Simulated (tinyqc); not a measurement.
Inside a calculation. Method: Pariser-Parr-Pople SCF with singles CI, for the molecule C1=CC2=CC=CC2=C1 (SMILES; centres numbered as the heavy atoms are written). Computed by tinyqc, a small Python program that keeps every step. Settings: charge = 0, gamma = Ohno, start = core, damping = 0, iteration cap = 53, excitations kept = 6. Command: `OMP_NUM_THREADS=1 python tinyqc.py 30701 30702 out.jsonl` (the two numbers bound the seeds that draw the settings). One thread of a shared host (Intel(R) Xeon(R) Processor @ 2.60GHz), about 0.01 s of CPU time with the checks. Later iterations appear only in the table of the cycle.

## PPP integrals

Centres (angstrom, eV; a flat drawing with bonds scaled to 1.40 angstrom):
```
centre          x          y  core charge z          W   gamma_rr
1C       2.154000   0.000000              1  11.160000  11.130000
2C       1.331000   1.133000              1  11.160000  11.130000
3C       0.000000   0.700000              1  11.160000  11.130000
4C      -1.331000   1.133000              1  11.160000  11.130000
5C      -2.154000   0.000000              1  11.160000  11.130000
6C      -1.331000  -1.133000              1  11.160000  11.130000
7C       0.000000  -0.700000              1  11.160000  11.130000
8C       1.331000  -1.133000              1  11.160000  11.130000
```

Resonance integrals (eV):
```
i  j       beta
1  2  -2.600000
2  3  -2.600000
3  4  -2.600000
4  5  -2.600000
5  6  -2.600000
6  7  -2.600000
7  8  -2.600000
8  1  -2.600000
7  3  -2.600000
```

Ohno: gamma = 14.399645/sqrt(R^2 + a^2), a = 2 x 14.399645/(gamma_rr + gamma_ss); H_rr = -W_r - sum_(s != r) z_s gamma_rs; H_rs = beta for bonds.

repulsion gamma_rs (eV):
```
           1C         2C         3C         4C         5C         6C         7C         8C
1C  11.130000   7.552804   5.520570   3.705303   3.201289   3.705303   5.520570   7.552804
2C   7.552804  11.130000   7.554850   4.865167   3.705303   3.863003   5.519866   5.518526
3C   5.520570   7.554850  11.130000   7.554850   5.520570   5.519866   7.553862   5.519866
4C   3.705303   4.865167   7.554850  11.130000   7.552804   5.518526   5.519866   3.863003
5C   3.201289   3.705303   5.520570   7.552804  11.130000   7.552804   5.520570   3.705303
6C   3.705303   3.863003   5.519866   5.518526   7.552804  11.130000   7.554850   4.865167
7C   5.520570   5.519866   7.553862   5.519866   5.520570   7.554850  11.130000   7.554850
8C   7.552804   5.518526   5.519866   3.863003   3.705303   4.865167   7.554850  11.130000
```

core matrix H (eV):
```
            1C          2C          3C          4C          5C          6C          7C          8C
1C  -47.918643   -2.600000    0.000000    0.000000    0.000000    0.000000    0.000000   -2.600000
2C   -2.600000  -49.739519   -2.600000    0.000000    0.000000    0.000000    0.000000    0.000000
3C    0.000000   -2.600000  -55.904433   -2.600000    0.000000    0.000000   -2.600000    0.000000
4C    0.000000    0.000000   -2.600000  -49.739519   -2.600000    0.000000    0.000000    0.000000
5C    0.000000    0.000000    0.000000   -2.600000  -47.918643   -2.600000    0.000000    0.000000
6C    0.000000    0.000000    0.000000    0.000000   -2.600000  -49.739519   -2.600000    0.000000
7C    0.000000    0.000000   -2.600000    0.000000    0.000000   -2.600000  -55.904433   -2.600000
8C   -2.600000    0.000000    0.000000    0.000000    0.000000    0.000000   -2.600000  -49.739519
```

## Starting guess

pi electrons, sum of z_r less the charge = 8

Orbitals of the core matrix H.

P at the start:
```
           1C         2C         3C         4C         5C         6C         7C         8C
1C   0.839533   0.683817  -0.127759  -0.002562   0.079882  -0.002562  -0.127759   0.683817
2C   0.683817   0.736285   0.398688   0.116111  -0.002562  -0.165783  -0.237597   0.454392
3C  -0.127759   0.398688   1.687896   0.398688  -0.127759  -0.237597   0.251684  -0.237597
4C  -0.002562   0.116111   0.398688   0.736285   0.683817   0.454392  -0.237597  -0.165783
5C   0.079882  -0.002562  -0.127759   0.683817   0.839533   0.683817  -0.127759  -0.002562
6C  -0.002562  -0.165783  -0.237597   0.454392   0.683817   0.736285   0.398688   0.116111
7C  -0.127759  -0.237597   0.251684  -0.237597  -0.127759   0.398688   1.687896   0.398688
8C   0.683817   0.454392  -0.237597  -0.165783  -0.002562   0.116111   0.398688   0.736285
```

## Iteration 1: Fock matrix

F_rr = H_rr + P_rr gamma_rr / 2 + sum_(s != r) P_ss gamma_rs; F_rs = H_rs - P_rs gamma_rs / 2; E = tr P (H + F) / 2 + core repulsion sum_(r<s) z_r z_s gamma_rs.

F (eV):
```
           1C         2C         3C         4C         5C         6C         7C         8C
1C  -5.344397  -5.182368   0.352650   0.004747  -0.127862   0.004747   0.352650  -5.182368
2C  -5.182368  -3.632141  -4.106015  -0.282450   0.004747   0.320209   0.655753  -1.253786
3C   0.352650  -4.106015  -5.238310  -4.106015   0.352650   0.655753  -3.550592   0.655753
4C   0.004747  -0.282450  -4.106015  -3.632141  -5.182368  -1.253786   0.655753   0.320209
5C  -0.127862   0.004747   0.352650  -5.182368  -5.344397  -5.182368   0.352650   0.004747
6C   0.004747   0.320209   0.655753  -1.253786  -5.182368  -3.632141  -4.106015  -0.282450
7C   0.352650   0.655753  -3.550592   0.655753   0.352650  -4.106015  -5.238310  -4.106015
8C  -5.182368  -1.253786   0.655753   0.320209   0.004747  -0.282450  -4.106015  -3.632141
```

pi energy = -103.504307 eV

## Iteration 1: orbitals and new P

Diagonalise F (the basis is taken as orthonormal) and form P = 2 sum c c over the lowest orbitals.

orbital energies (eV): -14.301161  -12.407260  -9.099499  -8.339399  -1.775696  2.267039  3.531230  4.430766

P after iteration 1:
```
           1C         2C         3C         4C         5C         6C         7C         8C
1C   1.134761   0.666323  -0.196702  -0.040643   0.114804  -0.040643  -0.196702   0.666323
2C   0.666323   0.758075   0.515936   0.268053  -0.040643  -0.279739  -0.187933   0.210282
3C  -0.196702   0.515936   1.349089   0.515936  -0.196702  -0.187933   0.444674  -0.187933
4C  -0.040643   0.268053   0.515936   0.758075   0.666323   0.210282  -0.187933  -0.279739
5C   0.114804  -0.040643  -0.196702   0.666323   1.134761   0.666323  -0.196702  -0.040643
6C  -0.040643  -0.279739  -0.187933   0.210282   0.666323   0.758075   0.515936   0.268053
7C  -0.196702  -0.187933   0.444674  -0.187933  -0.196702   0.515936   1.349089   0.515936
8C   0.666323   0.210282  -0.187933  -0.279739  -0.040643   0.268053   0.515936   0.758075
```

## Iteration 2: Fock matrix

As before.

F (eV):
```
           1C         2C         3C         4C         5C         6C         7C         8C
1C  -6.006541  -5.116303   0.542955   0.075298  -0.183761   0.075298   0.542955  -5.116303
2C  -5.116303  -4.306552  -4.548911  -0.652062   0.075298   0.540317   0.518682  -0.580225
3C   0.542955  -4.548911  -5.853636  -4.548911   0.542955   0.518682  -4.279504   0.518682
4C   0.075298  -0.652062  -4.548911  -4.306552  -5.116303  -0.580225   0.518682   0.540317
5C  -0.183761   0.075298   0.542955  -5.116303  -6.006541  -5.116303   0.542955   0.075298
6C   0.075298   0.540317   0.518682  -0.580225  -5.116303  -4.306552  -4.548911  -0.652062
7C   0.542955   0.518682  -4.279504   0.518682   0.542955  -4.548911  -5.853636  -4.548911
8C  -5.116303  -0.580225   0.518682   0.540317   0.075298  -0.652062  -4.548911  -4.306552
```

pi energy = -107.914367 eV

## Iteration 2: orbitals and new P

As before.

orbital energies (eV): -15.277595  -12.659603  -10.605599  -9.475469  -2.533948  2.061792  3.431101  4.112761

P after iteration 2:
```
           1C         2C         3C         4C         5C         6C         7C         8C
1C   1.196589   0.653959  -0.206186  -0.051355   0.125417  -0.051355  -0.206186   0.653959
2C   0.653959   0.771218   0.527563   0.306804  -0.051355  -0.306815  -0.161046   0.157599
3C  -0.206186   0.527563   1.260974   0.527563  -0.206186  -0.161046   0.488212  -0.161046
4C  -0.051355   0.306804   0.527563   0.771218   0.653959   0.157599  -0.161046  -0.306815
5C   0.125417  -0.051355  -0.206186   0.653959   1.196589   0.653959  -0.206186  -0.051355
6C  -0.051355  -0.306815  -0.161046   0.157599   0.653959   0.771218   0.527563   0.306804
7C  -0.206186  -0.161046   0.488212  -0.161046  -0.206186   0.527563   1.260974   0.527563
8C   0.653959   0.157599  -0.161046  -0.306815  -0.051355   0.306804   0.527563   0.771218
```

## Iteration 3: Fock matrix

As before.

F (eV):
```
           1C         2C         3C         4C         5C         6C         7C         8C
1C  -6.141487  -5.069611   0.569131   0.095143  -0.200748   0.095143   0.569131  -5.069611
2C  -5.069611  -4.502168  -4.592828  -0.746327   0.095143   0.592613   0.444475  -0.434858
3C   0.569131  -4.592828  -5.983258  -4.592828   0.569131   0.444475  -4.443945   0.444475
4C   0.095143  -0.746327  -4.592828  -4.502168  -5.069611  -0.434858   0.444475   0.592613
5C  -0.200748   0.095143   0.569131  -5.069611  -6.141487  -5.069611   0.569131   0.095143
6C   0.095143   0.592613   0.444475  -0.434858  -5.069611  -4.502168  -4.592828  -0.746327
7C   0.569131   0.444475  -4.443945   0.444475   0.569131  -4.592828  -5.983258  -4.592828
8C  -5.069611  -0.434858   0.444475   0.592613   0.095143  -0.746327  -4.592828  -4.502168
```

pi energy = -108.167936 eV

## Iteration 3: orbitals and new P

As before.

orbital energies (eV): -15.520099  -12.688980  -10.854323  -9.662431  -2.728370  1.964929  3.322352  3.908760

P after iteration 3:
```
           1C         2C         3C         4C         5C         6C         7C         8C
1C   1.207370   0.651301  -0.207827  -0.053597   0.128386  -0.053597  -0.207827   0.651301
2C   0.651301   0.776822   0.528218   0.316315  -0.053597  -0.314652  -0.154201   0.145856
3C  -0.207827   0.528218   1.238985   0.528218  -0.207827  -0.154201   0.500918  -0.154201
4C  -0.053597   0.316315   0.528218   0.776822   0.651301   0.145856  -0.154201  -0.314652
5C   0.128386  -0.053597  -0.207827   0.651301   1.207370   0.651301  -0.207827  -0.053597
6C  -0.053597  -0.314652  -0.154201   0.145856   0.651301   0.776822   0.528218   0.316315
7C  -0.207827  -0.154201   0.500918  -0.154201  -0.207827   0.528218   1.238985   0.528218
8C   0.651301   0.145856  -0.154201  -0.314652  -0.053597   0.316315   0.528218   0.776822
```

## Convergence

Stop when output and input P, before any damping, agree to 1e-7.

Course of the cycle:
```
iteration         E (eV)  largest |P(out) - P(in)|
1          -103.50430709                  3.39e-01
2          -107.91436713                  8.81e-02
3          -108.16793647                  2.20e-02
4          -108.18302632                  5.83e-03
5          -108.18418692                  1.78e-03
6          -108.18432689                  7.68e-04
7          -108.18435155                  3.48e-04
8          -108.18435668                  1.61e-04
9          -108.18435780                  7.59e-05
10         -108.18435805                  3.59e-05
11         -108.18435810                  1.70e-05
12         -108.18435812                  8.06e-06
13         -108.18435812                  3.82e-06
14         -108.18435812                  1.81e-06
15         -108.18435812                  8.60e-07
16         -108.18435812                  4.07e-07
17         -108.18435812                  1.93e-07
18         -108.18435812                  9.14e-08
```

Converged in 18 iterations.

## Converged orbitals

Charges are z - P_rr.

orbital energies (eV): -15.594925  -12.701913  -10.912789  -9.716057  -2.797384  1.933887  3.277073  3.841283

coefficients:
```
         MO1        MO2        MO3        MO4        MO5        MO6        MO7        MO8
1C  0.286539   0.519111   0.000000   0.501867   0.000000   0.480129   0.407461   0.000000
2C  0.320027   0.339503   0.399693   0.114904   0.500000  -0.367067  -0.366579  -0.300409
3C  0.461586   0.000000   0.424843  -0.470875   0.000000   0.000000   0.255373   0.565251
4C  0.320027  -0.339503   0.399693   0.114904  -0.500000   0.367067  -0.366579  -0.300409
5C  0.286539  -0.519111   0.000000   0.501867   0.000000  -0.480129   0.407461   0.000000
6C  0.320027  -0.339503  -0.399693   0.114904   0.500000   0.367067  -0.366579   0.300409
7C  0.461586   0.000000  -0.424843  -0.470875   0.000000   0.000000   0.255373  -0.565251
8C  0.320027   0.339503  -0.399693   0.114904  -0.500000  -0.367067  -0.366579   0.300409
```

pi charges: 1C -0.206903, 2C 0.218727, 3C -0.230552, 4C 0.218727, 5C -0.206903, 6C 0.218727, 7C -0.230552, 8C 0.218727

## Singles CI, singlets

Over the 6 single excitations with the smallest orbital gaps: A = (e_a - e_i) delta + 2 (ia|jb) - (ij|ab), with (pq|rs) = sum c_mp c_mq gamma_mn c_nr c_ns. f = 2/3 w |mu|^2 in atomic units, mu = sqrt2 sum c_ia sum_m c_mi c_ma R_m.

singlet CI matrix (eV):
```
           4>5       3>5       2>5       4>6       1>5        3>6
4>5   0.970780  0.000000  0.000000  0.000000  0.628641  -0.386691
3>5   0.000000  4.232118  0.000000  0.872257  0.000000   0.000000
2>5   0.000000  0.000000  5.470373  0.000000  0.000000   0.000000
4>6   0.000000  0.872257  0.000000  6.777276  0.000000   0.000000
1>5   0.628641  0.000000  0.000000  0.000000  7.432620   0.048345
3>6  -0.386691  0.000000  0.000000  0.000000  0.048345   7.606400
```

singlet excitation energies (eV): 0.887606  3.961878  5.470373  7.047516  7.492324  7.629872

oscillator strengths: 0.000000  0.416998  0.566512  1.470354  0.000000  0.000000

## Singles CI, triplets

Over the 6 single excitations with the smallest orbital gaps: A = (e_a - e_i) delta - (ij|ab), with (pq|rs) = sum c_mp c_mq gamma_mn c_nr c_ns.

triplet CI matrix (eV):
```
           4>5        3>5       2>5        4>6       1>5        3>6
4>5   0.849068   0.000000  0.000000   0.000000  0.289652  -0.075876
3>5   0.000000   1.701495  0.000000  -0.075876  0.000000   0.000000
2>5   0.000000   0.000000  3.945771   0.000000  0.000000   0.000000
4>6   0.000000  -0.075876  0.000000   5.448763  0.000000   0.000000
1>5   0.289652   0.000000  0.000000   0.000000  6.488477   0.914017
3>6  -0.075876   0.000000  0.000000   0.000000  0.914017   6.812677
```

triplet excitation energies (eV): 0.831657  1.699959  3.945771  5.450298  5.737263  7.581302
